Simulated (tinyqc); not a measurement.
Rutherford backscattering from a thin compound film on silicon: kinematics, yields, composition and thickness: one step, computed by the program tinyqc. Command: `OMP_NUM_THREADS=1 python tinyqc.py 3001248 3001249 out.jsonl rbs walk`. One thread of a shared host (Intel(R) Xeon(R) Processor @ 2.30GHz), about 0.01 s of CPU time with the checks.

Singly charged helium ions (Z1 = 2, M1 = 4.0026 u) enter at the tilt angle a1 to the normal and leave at a2 = |180 - theta - tilt| in the same plane. The film is A B_x.

Task: Kinematics. Kinematic factor K = [(sqrt(M^2 - M1^2 sin^2 theta) + M1 cos theta)/(M + M1)]^2. Surface edges lie at K E0; substrate silicon has M = 28.09 u. Mass resolution at M_A = resolution/(E0 dK/dM).

Inputs (values chosen for the exercise, modelled on a helium beam on TiN): beam energy E0 = 2.1 MeV; scattering angle theta = 165 degrees; heavy element: mass M_A = 47.9 u; light element: mass M_B = 14 u; detector resolution (FWHM) = 16 keV.

Give: kinematic factors; surface edges; mass resolution at M_A.

Result:

kinematic factors: A 0.71940, B 0.31447, Si 0.56884

surface edges (keV): A 1510.7, B 660.4, Si 1194.6

mass resolution at M_A = 1.5331 u

K flattens for heavy targets, so masses within 1.5 u of A cannot be told apart.
